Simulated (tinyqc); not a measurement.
# Charge control and current of a heterostructure field-effect transistor, step by step

A worked calculation. Computed by tinyqc, a small Python program that keeps every step. Command: `OMP_NUM_THREADS=1 python tinyqc.py 3027022 3027023 out.jsonl hemt walk`. One thread of a shared host (Intel(R) Xeon(R) Processor @ 2.30GHz), about 0.01 s of CPU time with the checks. Intermediate numbers are printed to about 7 digits and carried at full precision; extremes and crossings named in words are read from the listed rows.

Two subbands in a triangular well; E_F is counted from the conduction band edge of the channel at the interface.

Inputs (values chosen for the exercise, modelled on AlGaAs/GaAs):

| quantity | value | unit |
|---|---|---|
| channel mass m | 0.07 | m_0 |
| permittivity eps (barrier and channel) | 12.2 | - |
| barrier thickness d | 25 | nm |
| Schottky barrier phi_B | 1.1 | eV |
| conduction band offset dE_c | 0.28 | eV |
| delta-doping density N_d | 4.4e+12 | 1/cm^2 |
| gate voltage V_G | 0 | V |
| mobility mu | 6000 | cm^2/(V s) |
| saturation velocity v_s | 1.3 | 1e7 cm/s |
| gate length L | 150 | nm |
| source resistance R_S | 0 | ohm mm |
| temperature T | 300 | K |
| mixing | 0.5 | - |
| iteration cap | 200 | - |
| spacer between delta layer and channel | 3.5 | nm |

Charge source: delta doping. Velocity law: two-piece.

Constants: e = 1.602176634e-19 C; eps_0 = 8.8541878128e-12 F/m; k_B = 8.617333262e-05 eV/K; hbar = 1.054571817e-34 J s; m_0 = 9.1093837015e-31 kg; k_B = 1.380649e-23 J/K.

## Threshold and barrier capacitance

Threshold V_T = phi_B - dE_c - e N_d (d - spacer)/(eps eps_0) (in volts); C_b = eps eps_0/d.

threshold voltage V_T = -0.5831140 V

barrier capacitance C_b = 0.4320844 microfarad/cm^2

The device is normally on.

## First iteration

Charge control: n_s = C_b (V_G - V_T - E_F/e)/e. Well: mean field F = e n_s/(2 eps eps_0), E_i = (hbar^2/2m)^(1/3) [(3 pi e F/2)(i + 3/4)]^(2/3), i = 0, 1; n_s = D k_B T sum_i ln(1 + exp((E_F - E_i)/k_B T)), D = m/(pi hbar^2), which is solved in closed form for E_F. Iteration from n_s = C_b (V_G - V_T)/(2e): E_F from n_s, n_out from the charge control, n_new = n_s + mixing (n_out - n_s), kept above n_s/10; stop when |n_out/n_s - 1| < 1e-9.

starting n_s = 7.862880e+11 1/cm^2

E_0 = 61.37322 meV

E_1 = 107.9684 meV

E_F = 68.60689 meV

n_out = 1.387553e+12 1/cm^2

## Sheet density

The formulas are those given above.

Course of the iteration:

| iteration | n_s (1/cm^2) | E_F (meV) | \|n_out/n_s - 1\| |
|---|---|---|---|
| 1 | 7.862880e+11 | 68.6069 | 7.646879e-01 |
| 2 | 1.086920e+12 | 98.3882 | 2.026980e-01 |
| 3 | 1.197079e+12 | 108.3649 | 6.954634e-02 |
| 4 | 1.238705e+12 | 112.0360 | 2.561214e-02 |
| 5 | 1.254568e+12 | 113.4219 | 9.664928e-03 |
| 6 | 1.260631e+12 | 113.9497 | 3.680010e-03 |
| 7 | 1.262950e+12 | 114.1514 | 1.405951e-03 |
| ... | ... | ... | ... |
| 16 | 1.264388e+12 | 114.2764 | 2.481179e-07 |
| 17 | 1.264389e+12 | 114.2764 | 9.499172e-08 |
| 18 | 1.264389e+12 | 114.2764 | 3.636750e-08 |
| 19 | 1.264389e+12 | 114.2764 | 1.392327e-08 |
| 20 | 1.264389e+12 | 114.2764 | 5.330510e-09 |
| 21 | 1.264389e+12 | 114.2764 | 2.040781e-09 |
| 22 | 1.264389e+12 | 114.2764 | 7.813112e-10 |

sheet density n_s = 1.264389e+12 1/cm^2

Converged in 22 iterations.

## Levels and gate capacitance

C_g = e dn_s/dV_G = 1/(1/C_b + 1/C_q), 1/C_q = d(E_F/e)/d(e n_s) by a central difference of +/- 0.1 % in n_s; added distance dd = eps eps_0/C_q.

E_0 = 84.23867 meV

E_1 = 148.1936 meV

E_F = 114.2764 meV

share in the second subband = 14.25664 %

gate capacitance C_g = 0.3500638 microfarad/cm^2

added distance dd = 5.857543 nm

C_g is 81 % of C_b: the finite density of states and the rise of E_0 act as 5.9 nm of extra barrier.

## Saturation current

With V = e n_s/C_g and V_c = v_s L/mu: for v = mu F up to v_s, I/W = C_g v_s V_c (sqrt(1 + (V/V_c)^2) - 1) and V_Dsat = V + V_c - sqrt(V^2 + V_c^2); g_m = dI/dV; extrinsic g_m/(1 + g_m R_S); f_T = g_m/(2 pi C_g L).

V = 0.5786871 V

V_c = 0.0325 V

V_Dsat = 0.03158809 V

saturation current I/W = 248.9754 mA/mm

intrinsic g_m = 454.3670 mS/mm

extrinsic g_m = 454.3670 mS/mm

intrinsic f_T = 137.7173 GHz

V/V_c = 17.81: velocity saturation rules; I is 95 % of e n_s v_s = 263 mA/mm.

## Gate length

The formulas are those given above.

Scaling; the last columns are v_s/(2 pi L) and mu V/(2 pi L^2):

| L (nm) | I/W (mA/mm) | g_m (mS/mm) | extrinsic g_m (mS/mm) | f_T (GHz) | velocity limit (GHz) | mobility limit (GHz) |
|---|---|---|---|---|---|---|
| 30 | 260.4092 | 455.0543 | 455.0543 | 6.896279e+02 | 689.6714 | 6.140061e+04 |
| 60 | 257.5010 | 454.9682 | 454.9682 | 3.447487e+02 | 344.8357 | 1.535015e+04 |
| 120 | 251.7841 | 454.6243 | 454.6243 | 1.722441e+02 | 172.4179 | 3.837538e+03 |
| 250 | 239.8515 | 453.1024 | 453.1024 | 8.240038e+01 | 82.7606 | 8.841687e+02 |
| 500 | 218.6249 | 447.3122 | 447.3122 | 4.067370e+01 | 41.3803 | 2.210422e+02 |
| 1000 | 182.6028 | 426.1900 | 426.1900 | 1.937654e+01 | 20.6901 | 5.526055e+01 |
| 2000 | 131.7995 | 364.2723 | 364.2723 | 8.280739e+00 | 10.3451 | 1.381514e+01 |
| 5000 | 65.9291 | 214.4189 | 214.4189 | 1.949692e+00 | 4.1380 | 2.210422e+00 |

f_T scales as L^-1.00 at the short end and L^-1.58 at the long end; the two limits cross at L = mu V/v_s = 2670 nm. g_m tends to C_g v_s = 455 mS/mm. Fringe capacitances and short-channel effects, left out, lower f_T once L is below about ten barrier thicknesses.

Checks made by the program: iterated density against a bracketing root search (relative difference 6e-10).
